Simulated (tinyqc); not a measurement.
## Ideality, saturation current and resistance from three points

Inverse problem. Well above the saturation current a diode obeys V = n Vt ln(I/I0) + I Rs. Find n, Rs and I0.

Parameters, values chosen for the exercise:
```
symbol  value  unit      meaning
T         300     K  temperature
```

Constants: q = 1.602176634e-19 C, kB = 1.380649e-23 J/K, Vt = kB T/q. Results are converted to the units shown.

currents (A): 2e-6  0.0005  0.02
voltages (V): 0.60988284  0.87838496  1.0635210

Answer. V is linear in the three unknowns n Vt, Rs and -n Vt ln I0, so three points give a linear system.

n = 1.88
Rs = 0.300 ohm
I0 = 7.10e-12 A

Numbers from tinyqc (`OMP_NUM_THREADS=1 python tinyqc.py 2260144 2260145 out.jsonl`; about 0.01 s on one thread of a shared Intel Xeon 2.30GHz).
